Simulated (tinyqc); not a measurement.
MP2 on RHF in the 6-31g basis, for H3-, spin multiplicity 1, step by step. The basis has no diffuse functions, so it cannot describe the extra electron: this is an exercise in the method, not the real anion. One step of it, computed by the program tinyqc.

Task: Second-order Moller-Plesset energy. E2 = sum_ijab (ia|jb) [2 (ia|jb) - (ib|ja)] / (e_i + e_j - e_a - e_b) over occupied i, j and virtual a, b; the opposite-spin part is (ia|jb)^2 / denominator, the rest is same-spin, and SCS-MP2 scales them by 6/5 and 1/3.

orbital energies (hartree): MO1 -0.292955, MO2 0.020279, MO3 0.594590, MO4 1.252464, MO5 1.371407, MO6 1.648228

Two-electron integrals over orbitals (pq|rs), unique and non-zero (hartree):
```
(11|11) 0.521891    (21|21) 0.120783    (22|11) 0.422759    (22|22) 0.414148
(31|11) 0.086920    (31|22) 0.010593    (31|31) 0.064599    (32|21) -0.069861
(32|32) 0.071394    (33|11) 0.378145    (33|22) 0.348046    (33|31) 0.025775
(33|33) 0.338158    (41|11) -0.088190   (41|22) -0.066656   (41|31) -0.019368
(41|33) -0.045445   (41|41) 0.062137    (42|21) -0.050129   (42|32) 0.021126
(42|42) 0.042225    (43|11) -0.010680   (43|22) 0.008079    (43|31) -0.014728
(43|33) -0.006273   (43|41) 0.012486    (43|43) 0.016008    (44|11) 0.459116
(44|22) 0.390204    (44|31) 0.062184    (44|33) 0.340904    (44|41) -0.067949
(44|43) 0.000643    (44|44) 0.433080    (51|21) -0.061528   (51|32) 0.018254
(51|42) 0.047536    (51|51) 0.057353    (52|11) -0.104452   (52|22) -0.092196
(52|31) -0.013892   (52|33) -0.040345   (52|41) 0.056149    (52|43) -0.006702
(52|44) -0.095235   (52|52) 0.081877    (53|21) -0.021073   (53|32) 0.029210
(53|42) -0.005462   (53|51) -0.007580   (53|53) 0.026521    (54|21) 0.111868
(54|32) -0.059508   (54|42) -0.059510   (54|51) -0.071903   (54|53) -0.011166
(54|54) 0.122333    (55|11) 0.428009    (55|22) 0.420415    (55|31) 0.011524
(55|33) 0.338509    (55|41) -0.087663   (55|43) 0.009904    (55|44) 0.409389
(55|52) -0.123793   (55|55) 0.463878    (61|11) -0.039558   (61|22) 0.028743
(61|31) -0.054965   (61|33) -0.023666   (61|41) 0.011843    (61|43) 0.030312
(61|44) -0.011686   (61|52) -0.027791   (61|55) 0.046074    (61|61) 0.089927
(62|21) 0.065124    (62|32) -0.026945   (62|42) -0.042984   (62|51) -0.052048
(62|53) 0.007928    (62|54) 0.073777    (62|62) 0.056012    (63|11) -0.121722
(63|22) -0.057959   (63|31) -0.054870   (63|33) -0.051586   (63|41) 0.047606
(63|43) 0.015426    (63|44) -0.093979   (63|52) 0.042312    (63|55) -0.062330
(63|61) 0.045798    (63|63) 0.073615    (64|11) 0.027475    (64|22) -0.039091
(64|31) 0.053604    (64|33) 0.010568    (64|41) 0.005560    (64|43) -0.025268
(64|44) 0.008331    (64|52) 0.038190    (64|55) -0.065905   (64|61) -0.083890
(64|63) -0.038420   (64|64) 0.091418    (65|21) -0.110177   (65|32) 0.068509
(65|42) 0.062973    (65|51) 0.071737    (65|53) 0.014042    (65|54) -0.121556
(65|62) -0.073849   (65|65) 0.129168    (66|11) 0.546576    (66|22) 0.431182
(66|31) 0.100635    (66|33) 0.396591    (66|41) -0.129554   (66|43) -0.029132
(66|44) 0.485058    (66|52) -0.123310   (66|55) 0.455326    (66|61) -0.073373
(66|63) -0.157197   (66|64) 0.048428    (66|66) 0.636757
```

Hartree-Fock energy = -1.54847532 hartree

Give: Terms; Pair energies; MP2 correlation energy; SCS-MP2 correlation energy; MP2 total energy.

Result:

Terms:

| i | j | a | b | (ia\|jb) | (ib\|ja) | denominator | term |
|---|---|---|---|---|---|---|---|
| 2 | 2 | 3 | 3 | 0.0714 | 0.0714 | -1.1486 | -0.0044 |
| 2 | 2 | 5 | 5 | 0.0819 | 0.0819 | -2.7023 | -0.0025 |
| 1 | 1 | 3 | 3 | 0.0646 | 0.0646 | -1.7751 | -0.0024 |
| 1 | 1 | 6 | 6 | 0.0899 | 0.0899 | -3.8824 | -0.0021 |
| 2 | 1 | 5 | 4 | 0.0561 | 0.0475 | -2.8965 | -0.0013 |
| 1 | 2 | 4 | 5 | 0.0561 | 0.0475 | -2.8965 | -0.0013 |
| 1 | 1 | 4 | 4 | 0.0621 | 0.0621 | -3.0908 | -0.0012 |
| 2 | 1 | 6 | 5 | -0.0520 | -0.0278 | -3.2923 | -0.0012 |
| 1 | 2 | 5 | 6 | -0.0520 | -0.0278 | -3.2923 | -0.0012 |
| 1 | 1 | 3 | 6 | -0.0550 | -0.0550 | -2.8287 | -0.0011 |
| 1 | 1 | 6 | 3 | -0.0550 | -0.0550 | -2.8287 | -0.0011 |
| 1 | 1 | 5 | 5 | 0.0574 | 0.0574 | -3.3287 | -0.0010 |
| 2 | 2 | 6 | 6 | 0.0560 | 0.0560 | -3.2559 | -0.0010 |
| 2 | 2 | 4 | 4 | 0.0422 | 0.0422 | -2.4644 | -0.0007 |
| 2 | 2 | 6 | 4 | -0.0430 | -0.0430 | -2.8601 | -0.0006 |
| 2 | 2 | 4 | 6 | -0.0430 | -0.0430 | -2.8601 | -0.0006 |
| 2 | 1 | 4 | 5 | 0.0475 | 0.0561 | -2.8965 | -0.0006 |
| 1 | 2 | 5 | 4 | 0.0475 | 0.0561 | -2.8965 | -0.0006 |
| 2 | 1 | 3 | 5 | 0.0183 | -0.0139 | -2.2387 | -4.11e-04 |
| 1 | 2 | 5 | 3 | 0.0183 | -0.0139 | -2.2387 | -4.11e-04 |
| 2 | 2 | 6 | 3 | -0.0269 | -0.0269 | -2.2023 | -3.30e-04 |
| 2 | 2 | 3 | 6 | -0.0269 | -0.0269 | -2.2023 | -3.30e-04 |
| 1 | 2 | 3 | 5 | -0.0139 | 0.0183 | -2.2387 | -2.86e-04 |
| 2 | 1 | 5 | 3 | -0.0139 | 0.0183 | -2.2387 | -2.86e-04 |
| 2 | 2 | 4 | 3 | 0.0211 | 0.0211 | -1.8065 | -2.47e-04 |
| 2 | 2 | 3 | 4 | 0.0211 | 0.0211 | -1.8065 | -2.47e-04 |
| 1 | 1 | 3 | 4 | -0.0194 | -0.0194 | -2.4330 | -1.54e-04 |
| 1 | 1 | 4 | 3 | -0.0194 | -0.0194 | -2.4330 | -1.54e-04 |
| 1 | 1 | 4 | 6 | 0.0118 | 0.0118 | -3.4866 | -4.02e-05 |
| 1 | 1 | 6 | 4 | 0.0118 | 0.0118 | -3.4866 | -4.02e-05 |
| 2 | 1 | 5 | 6 | -0.0278 | -0.0520 | -3.2923 | -2.98e-05 |
| 1 | 2 | 6 | 5 | -0.0278 | -0.0520 | -3.2923 | -2.98e-05 |

Pair energies (hartree; pair i-j sums ij and ji):

| pair | opposite spin | same spin |
|---|---|---|
| 1-1 | -0.0092 | 0 |
| 2-1 | -0.0063 | -0.0013 |
| 2-2 | -0.0111 | 0 |

MP2 correlation energy = -0.027901 hartree

SCS-MP2 correlation energy = -0.032327 hartree

MP2 total energy = -1.576376 hartree
